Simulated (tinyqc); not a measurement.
# Schottky barrier on an n-type semiconductor, non-linear Poisson equation by Newton steps, step by step

Program tinyqc, `OMP_NUM_THREADS=1 python tinyqc.py 2020053 2020054 out.jsonl`; Intel Xeon 2.30GHz, shared host, one thread, about 0.04 s. Printed values are rounded.

One dimension, metal at x = 0, donor density C(x) = Nd, uniform. Energies are counted from the electron Fermi level of the semiconductor and the conduction-band edge is Ec = -psi, so n = Nc exp(psi/Vt); holes follow the Fermi level of the metal, at -V, so p = Nv exp((V - psi - Eg)/Vt). Ends: psi(0) = V - phiB and psi = Vt ln(Nd/Nc) deep inside. Boltzmann statistics, full ionisation, no current, no image force in the Poisson equation.

Parameters, values chosen for the exercise; band and dielectric values close to those of gallium phosphide:

| symbol | value | unit | meaning |
|---|---|---|---|
| T | 450 | K | temperature |
| Eg | 2.25 | eV | band gap |
| eps_r | 11.2 |  | relative permittivity |
| Nc | 3.23e19 | cm^-3 | conduction-band density of states at T |
| Nv | 3.51e19 | cm^-3 | valence-band density of states at T |
| Nd | 7.3e15 | cm^-3 | donor density deep in the semiconductor |
| phiB | 0.98 | eV | barrier height |
| V | -2.4 | V | bias of the metal against the semiconductor |

Constants: q = 1.602176634e-19 C, kB = 1.380649e-23 J/K, Vt = kB T/q, eps0 = 8.8541878128e-14 F/cm where lengths are in cm. Results are converted to the units shown.

## End potentials, built-in voltage, Debye length

psi_0 = V - phiB, psi_b = Vt ln(Nd/Nc), Vbi = phiB - Vt ln(Nc/Nd), LD = sqrt(eps0 eps_r Vt/(q Nd)), W = sqrt(2 eps0 eps_r (Vbi - V)/(q Nd)), hole density at the metal p_0 = Nv exp((phiB - Eg)/Vt).

psi_0 = -3.38 V
psi_b = -0.3255393 V
Vbi = 0.6544607 V
LD = 57.34023 nm
W for uniform Nd = 719.6959 nm
p_0 = 2.098617e5 cm^-3

The hole density at the metal is 2.9e-11 times Nd, so holes hardly matter.

## Doping on the mesh

x, node 0 to 12 (nm): [0, 52, 112, 181, 261, 354, 461, 584, 726, 891, 1080, 1300, 1550]

C = Nd, uniform, taken at the nodes.

donor density C, node 0 to 12 (cm^-3): [7.3e15, 7.3e15, 7.3e15, 7.3e15, 7.3e15, 7.3e15, 7.3e15, 7.3e15, 7.3e15, 7.3e15, 7.3e15, 7.3e15, 7.3e15]

## Couplings between neighbouring nodes

a_i = eps0 eps_r/h_i for the interval from node i to i + 1, with h_i = x_(i+1) - x_i in cm.

coupling a_i, interval 0 to 11 (F/cm^2): [1.907056e-7, 1.652782e-7, 1.437202e-7, 1.239586e-7, 1.066311e-7, 9.267935e-8, 8.062350e-8, 6.983585e-8, 6.010115e-8, 5.246926e-8, 4.507587e-8, 3.966676e-8]

## Starting potential

A straight line in x from psi_0 = V - phiB to psi_b = Vt ln(Nd/Nc).

psi at the start, node 0 to 12 (V): [-3.380000, -3.277528, -3.159291, -3.023318, -2.865668, -2.682401, -2.471544, -2.229158, -1.949330, -1.624178, -1.251731, -0.818194, -0.325539]

## Iteration 1: densities, residual and Jacobian diagonal

n_i = Nc exp(psi_i/Vt), p_i = Nv exp((V - psi_i - Eg)/Vt), rho_i = p_i - n_i + C_i, g_i = (n_i + p_i)/Vt. Box widths w_i = (h_(i-1) + h_i)/2 in cm. Residual F_i = a_i (psi_(i+1) - psi_i) - a_(i-1) (psi_i - psi_(i-1)) + q rho_i w_i; Jacobian: a_(i-1) and a_i beside the diagonal, b_i = -a_(i-1) - a_i - q g_i w_i on it. The two end nodes are fixed.

n, node 0 to 12 (cm^-3): [4.517192e-19, 6.346102e-18, 1.338768e-16, 4.462038e-15, 2.600943e-13, 2.935203e-11, 6.747222e-9, 3.497288e-6, 0.004760660, 20.85510, 3.093405e5, 2.217330e10, 7.3e15]
p, node 0 to 12 (cm^-3): [2.098617e5, 14938.08, 708.1030, 21.24557, 0.3644776, 0.003229710, 1.405001e-5, 2.710631e-8, 1.991290e-11, 4.545581e-15, 3.064538e-19, 4.275348e-24, 1.298610e-29]
residual F, node 1 to 11 (C/cm^2): [6.549698e-9, 7.543849e-9, 8.713438e-9, 1.011694e-8, 1.169589e-8, 1.345027e-8, 1.549705e-8, 1.795319e-8, 2.070172e-8, 2.391809e-8, 2.748526e-8]
diagonal b, node 1 to 11 (F/cm^2): [-3.559838e-7, -3.089983e-7, -2.676788e-7, -2.305897e-7, -1.993104e-7, -1.733028e-7, -1.504593e-7, -1.299370e-7, -1.125704e-7, -9.754513e-8, -8.474478e-8]

## Iteration 1: Newton step

Solve the tridiagonal system a_(i-1) d_(i-1) + b_i d_i + a_i d_(i+1) = -F_i for nodes 1 to 11, with d = 0 on fixed nodes. If the largest |d| exceeds 4 Vt, the whole step is scaled down so that it equals 4 Vt.

Newton step d, before damping, node 1 to 11 (V): [0.459355, 0.949751, 1.461217, 1.983929, 2.496702, 2.960470, 3.326758, 3.527721, 3.462517, 2.993280, 1.916460]
psi after iteration 1, node 0 to 12 (V): [-3.380000, -3.257330, -3.117531, -2.959069, -2.778436, -2.572622, -2.341374, -2.082882, -1.794218, -1.471933, -1.120118, -0.733929, -0.325539]

## Iteration 2: densities, residual and Jacobian diagonal

As before.

n, node 0 to 12 (cm^-3): [4.517192e-19, 1.068341e-17, 3.930043e-16, 2.339321e-14, 2.466547e-12, 4.978574e-10, 1.936279e-7, 1.520366e-4, 0.2599232, 1057.503, 9.213756e6, 1.947891e11, 7.3e15]
p, node 0 to 12 (cm^-3): [2.098617e5, 8873.433, 241.2150, 4.052396, 0.03843371, 1.904131e-4, 4.895913e-7, 6.235247e-10, 3.647175e-13, 8.964375e-17, 1.028881e-20, 4.866728e-25, 1.298610e-29]
residual F, node 1 to 11 (C/cm^2): [6.261711e-9, 7.212150e-9, 8.330312e-9, 9.672108e-9, 1.118163e-8, 1.285887e-8, 1.481566e-8, 1.716380e-8, 1.979148e-8, 2.286643e-8, 2.627628e-8]
diagonal b, node 1 to 11 (F/cm^2): [-3.559838e-7, -3.089983e-7, -2.676788e-7, -2.305897e-7, -1.993104e-7, -1.733028e-7, -1.504593e-7, -1.299370e-7, -1.125704e-7, -9.754513e-8, -8.476154e-8]

## Iteration 2: Newton step

As before.

Newton step d, before damping, node 1 to 11 (V): [0.439131, 0.907934, 1.396877, 1.896564, 2.386744, 2.830066, 3.180187, 3.372241, 3.309821, 2.861120, 1.831535]
psi after iteration 2, node 0 to 12 (V): [-3.380000, -3.237132, -3.075769, -2.894817, -2.691200, -2.462840, -2.211200, -1.936604, -1.639106, -1.319692, -0.988516, -0.649684, -0.325539]

## Course of the Newton iteration

Stop when the largest undamped |d| is below 1e-9 V, or after 80 iterations.

Course of the iteration:
```
iteration  largest |F| (C/cm^2)  largest |d| (V)  at node
1                       2.75e-8             3.53        8
2                       2.63e-8             3.37        8
3                       2.51e-8             3.21        8
4                       2.38e-8             3.03        8
5                       2.23e-8             2.72        8
6                       1.94e-8             2.21        8
7                       1.70e-8             1.79        7
8                       1.36e-8             1.32        7
9                       1.17e-8            0.987        7
10                      9.59e-9            0.657        6
11                      7.19e-9            0.431        6
12                      4.46e-9            0.209        5
13                      2.48e-9           0.0440        5
14                     7.02e-11          8.13e-4        7
15                     1.22e-13          1.58e-6        7
16                     1.07e-18         7.18e-12        7
```

Converged in 16 iterations. Once the step is below 0.1 Vt, 2 more iteration(s) reach the threshold: near the solution the error is roughly squared each time.

## Converged densities, field and barrier lowering

converged psi, node 0 to 12 (V): [-3.380000, -2.956420, -2.507303, -2.043308, -1.575636, -1.126845, -0.736691, -0.455021, -0.343877, -0.327287, -0.325668, -0.325547, -0.325539]

n and p as above; E_i = -(psi_(i+1) - psi_i)/h_i; at the metal |E_0| = |E on interval 0| + q rho_0 (h_0/2)/(eps0 eps_r), rho_0 = p_0 - n_0 + C_0; image-force lowering dphi = sqrt(q |E_0|/(4 pi eps0 eps_r)).

n, node 0 to 12 (cm^-3): [4.517192e-19, 2.504672e-14, 2.683141e-9, 4.218515e-4, 72.92183, 7.746304e6, 1.813932e11, 2.589331e14, 4.549356e15, 6.978343e15, 7.275756e15, 7.298621e15, 7.3e15]
p, node 0 to 12 (cm^-3): [2.098617e5, 3.784869, 3.533119e-5, 2.247202e-10, 1.300002e-15, 1.223791e-20, 5.226136e-25, 3.661121e-28, 2.083779e-29, 1.358468e-29, 1.302938e-29, 1.298856e-29, 1.298610e-29]
field E, interval 0 to 11 (kV/cm): [-81.45761, -74.85289, -67.24566, -58.45902, -48.25709, -36.46294, -22.90001, -7.82707, -1.00547, -0.08563, -0.00553, -0.00029]
|E_0| at the metal = 84.52409 kV/cm
image-force lowering = 32.96531 mV

A mesh of about 1000 nodes or more gives |E_0| = 84.34 kV/cm; the 13-node value is 0.22 % above it.

## Check against the first integral

First integral for uniform doping: E_0^2 = (2 q/(eps0 eps_r)) [Nd (U - Vt + Vt exp(-U/Vt)) + Vt p_0], U = Vbi - V, Vbi = phiB - Vt ln(Nc/Nd), p_0 = Nv exp((phiB - Eg)/Vt) (deep holes neglected). Image-force lowering dphi = sqrt(q E_0/(4 pi eps0 eps_r)), at x_m = sqrt(q/(16 pi eps0 eps_r E_0)). Depletion approximation: E = sqrt(2 q Nd U/(eps0 eps_r)).

E_0 = 84.34145 kV/cm
dphi = 32.92967 mV
x_m = 1.952164 nm
field in the depletion approximation = 84.88198 kV/cm

The depletion approximation is 0.64 % above the exact field. The lowering is 0.85 Vt, a factor of 2.34 in a thermionic current.
